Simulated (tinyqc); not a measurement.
Inside a calculation. Method: RHF in the 6-31g basis, for H2, spin multiplicity 1. One step of it, computed by the program tinyqc.

Problem. Iteration 3: diagonalisation and new density. Diagonalise F' = X^T F X, C = X C', fill 1 alpha and 1 beta electrons from the bottom; D = 2 C_occ C_occ^T. Each column has its largest component positive (the first on a tie).

Fock matrix F (hartree), order 1H 1s, 1H 2s, 2H 1s, 2H 2s:
$$\begin{pmatrix}
0.119339 & -0.402979 & -0.353789 & -0.379640 \\
-0.402979 & -0.297185 & -0.379640 & -0.348797 \\
-0.353789 & -0.379640 & 0.119339 & -0.402979 \\
-0.379640 & -0.348797 & -0.402979 & -0.297185
\end{pmatrix}$$

X, order 1H 1s, 1H 2s, 2H 1s, 2H 2s:
$$\begin{pmatrix}
1.252977 & -0.500022 & -0.010054 & 0.025026 \\
-0.500022 & 1.589535 & 0.025026 & -0.585415 \\
-0.010054 & 0.025026 & 1.252977 & -0.500022 \\
0.025026 & -0.585415 & -0.500022 & 1.589535
\end{pmatrix}$$

Give: F' = X^T F X; orbital energies; coefficients C; D after iteration 3.

Solution.

F' = X^T F X (hartree):
$$\begin{pmatrix}
0.6080 & -0.5750 & -0.1919 & -0.1318 \\
-0.5750 & 0.2351 & -0.1318 & -0.1928 \\
-0.1919 & -0.1318 & 0.6080 & -0.5750 \\
-0.1318 & -0.1928 & -0.5750 & 0.2351
\end{pmatrix}$$

orbital energies (hartree): MO1 -0.5019, MO2 0.1332, MO3 0.9603, MO4 1.0946

coefficients C, order 1H 1s, 1H 2s, 2H 1s, 2H 2s:
$$\begin{pmatrix}
0.2700 & 0.1853 & 0.9013 & -0.9493 \\
0.3577 & 1.0752 & -0.6993 & 1.1606 \\
0.2700 & -0.1853 & 0.9013 & 0.9493 \\
0.3577 & -1.0752 & -0.6993 & -1.1606
\end{pmatrix}$$

D after iteration 3, order 1H 1s, 1H 2s, 2H 1s, 2H 2s:
$$\begin{pmatrix}
0.1458 & 0.1932 & 0.1458 & 0.1932 \\
0.1932 & 0.2559 & 0.1932 & 0.2559 \\
0.1458 & 0.1932 & 0.1458 & 0.1932 \\
0.1932 & 0.2559 & 0.1932 & 0.2559
\end{pmatrix}$$
